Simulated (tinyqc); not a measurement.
Resistance of a tapered via with liner, size effect and interface: two steps of the calculation.

A round via whose diameter grows from db at the bottom as D(z) = db + 2 z/tan(ang). The fill, of diameter D - 2 tl, starts above the bottom liner (thickness fb tl) and has rho = rho0 (1 + ks lam/(D - 2 tl)); the sidewall liner conducts in parallel with it. The bottom liner and the interface are crossed over the full area pi db^2/4. Spreading in the lines above and below is left out.

Values chosen for this exercise; fill metal close to ruthenium:
```
symbol,value,unit,meaning
db,21,nm,diameter at the bottom
hv,53,nm,height
ang,87,degrees,sidewall angle
rho0,7.95,uohm cm,bulk resistivity of the fill
lam,6.46,nm,mean free path of the fill
ks,1.1,,size-effect factor
tl,0.4,nm,liner on the sidewall
fb,0.7,,liner at the bottom over that on the sidewall
rl,410,uohm cm,resistivity of the liner
ri,4.6e-12,ohm cm^2,interface resistivity at the bottom
Sb,1.5e15,S/m^2,"ballistic conductance per area, about 3/(4 rho0 lam)"
```

Task 1. Slices of the via. Slices between z0 = fb tl and hv, evaluated at their midpoints: conductance per length pi/4 [(D - 2 tl)^2/rho + (D^2 - (D - 2 tl)^2)/rl], slice resistance = slice height over that. 8 slices.

Find: z; D; rho; slice resistance.

Result 1.

z, slice 0 to 7 (nm): [3.575, 10.16, 16.75, 23.34, 29.93, 36.52, 43.12, 49.70]
D, slice 0 to 7 (nm): [21.37, 22.07, 22.76, 23.45, 24.14, 24.83, 25.52, 26.21]
rho, slice 0 to 7 (uohm cm): [10.70, 10.61, 10.52, 10.44, 10.37, 10.30, 10.24, 10.17]
slice resistance, slice 0 to 7 (ohm): [2.116, 1.964, 1.828, 1.706, 1.595, 1.494, 1.403, 1.320]

Task 2. Total resistance. R_fill = sum of the slices; R_bottom = rl fb tl/(pi db^2/4); R_interface = ri/(pi db^2/4); ballistic (Sharvin) limit 1/(Sb pi (db - 2 tl)^2/4); ideal cylinder rho0 hv/(pi db^2/4).

slice resistance, slice 0 to 7 (ohm): [2.1156373, 1.9640841, 1.8280750, 1.7055724, 1.5948597, 1.4944832, 1.4032048, 1.3199653]

Find: parts; R; shares; ballistic limit; ideal cylinder.

Result 2.

parts (ohm): fill 13.43, bottom liner 3.314, interface 1.328
R = 18.07 ohm
shares (%): fill 74.31, bottom liner 18.34, interface 7.35
ballistic limit = 2.080 ohm
ideal cylinder = 12.17 ohm

The fill is the largest part, and R is 1.49 times the ideal cylinder. With 2000 slices R = 18.072 ohm.

Computed by the program tinyqc: `OMP_NUM_THREADS=1 python tinyqc.py 2750154 2750155 out.jsonl`, one thread of a shared Intel Xeon 2.30GHz, about 0.01 s for the whole run.
